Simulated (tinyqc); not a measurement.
Inside a calculation. Model: frequency dispersion of an accumulation capacitance by border traps, distributed model.

Numbers from tinyqc (`OMP_NUM_THREADS=1 python tinyqc.py 2202169 2202170 out.jsonl`; about 0.4 s on one thread of a shared Intel Xeon 2.30GHz). Printed values are rounded.

Traps spread evenly through the insulator exchange electrons with the semiconductor by tunnelling, with tau(x) = t0 exp(2 ka x) at depth x from the interface. The admittance per area Y seen at depth x obeys dY/dx = -Y^2/(i w eps0 eox) + q Nb ln(1 + i w tau)/tau, with Y(0) = i w Cs and w = 2 pi f; the gate sees Y(tox) = G + i w C. Working variable y = Y/(i w), in uF/cm^2. Cox = eps0 eox/tox.

Parameters, values chosen for the exercise; permittivity close to that of zirconium oxide:

| symbol | value | unit | meaning |
|---|---|---|---|
| eox | 22 |  | relative permittivity of the insulator |
| tox | 7.6 | nm | insulator thickness |
| Cs | 5.6 | uF/cm^2 | semiconductor capacitance in accumulation |
| Nb | 5e18 | cm^-3 eV^-1 | density of border traps |
| ka | 3.2 | 1/nm | decay constant of the wave function in the insulator |
| t0 | 6e-11 | s | time constant of a trap at the interface |
| f | 1e6 | Hz | frequency |
| xe | 2 | nm | depth down to which the steps are taken |

Constants: q = 1.602176634e-19 C, eps0 = 8.8541878128e-14 F/cm where lengths are in cm. Results are converted to the units shown.

## Scales and lumped estimate

Cox; trap-free value 1/(1/Cox + 1/Cs); response depth d = ln(1/(w t0))/(2 ka), where w tau = 1; lumped estimate: all traps within d act as C_bt = q Nb d placed at d/2, so C = 1/{1/[1/(1/Cs + d/(2 eps0 eox)) + C_bt] + (tox - d/2)/(eps0 eox)}.

Cox = 2.56305 uF/cm^2
trap-free C = 1.75830 uF/cm^2
d = 1.23176 nm
C_bt = 0.0986752 uF/cm^2
lumped C = 1.77160 uF/cm^2

The traps within reach amount to 0.0176 Cs and lie in the first 16.2 % of the insulator.

## Midpoint steps through the active depth

In terms of y: dy/dx = -y^2/(eps0 eox) + s(x), s = q Nb ln(1 + z)/z, z = i w tau. 11 midpoint steps of h = xe/11: y_half = y + (h/2) y'(x, y), y(new) = y + h y'(x + h/2, y_half).

| point | x (nm) | s (uF/(cm^2 nm)) | y (uF/cm^2) |
|---|---|---|---|
| 0 | 0 | 0.0801088-0.0000151i | 5.60000+0.00000i |
| 1 | 0.181818 | 0.0801088-0.0000483i | 5.33621+0.00000i |
| 2 | 0.363636 | 0.0801084-0.0001548i | 5.09736-0.00002i |
| 3 | 0.545455 | 0.0801047-0.0004955i | 4.88012-0.00007i |
| 4 | 0.727273 | 0.0800670-0.0015852i | 4.68175-0.00022i |
| 5 | 0.909091 | 0.0796836-0.0050387i | 4.49992-0.00070i |
| 6 | 1.09091 | 0.0760976-0.0150521i | 4.33250-0.00222i |
| 7 | 1.27273 | 0.0563958-0.0304872i | 4.17636-0.00619i |
| 8 | 1.45455 | 0.0256997-0.0279891i | 4.02674-0.01134i |
| 9 | 1.63636 | 0.0089949-0.0155876i | 3.88367-0.01429i |
| 10 | 1.81818 | 0.0029062-0.0070495i | 3.74882-0.01515i |
| 11 | 2 | 0.0009172-0.0028844i | 3.62248-0.01493i |

## Capacitance and conductance at the gate

y at xe = 3.62248-0.01493i uF/cm^2

Beyond xe the traps are ignored, so 1/y(tox) = 1/y(xe) + (tox - xe)/(eps0 eox); C = Re y, G/w = -Im y, loss tangent G/(w C).

y at the gate = 1.77450-0.00358i uF/cm^2
C = 1.77450 uF/cm^2
G/w = 0.00358191 uF/cm^2
loss tangent = 0.00201854

A fine integration over the whole insulator gives C = 1.7742 and G/w = 0.003722 uF/cm^2; the coarse G/w is 3.8 % below that. The fine C is 0.90 % above the trap-free value, and the lumped estimate is 0.14 % below the fine result.
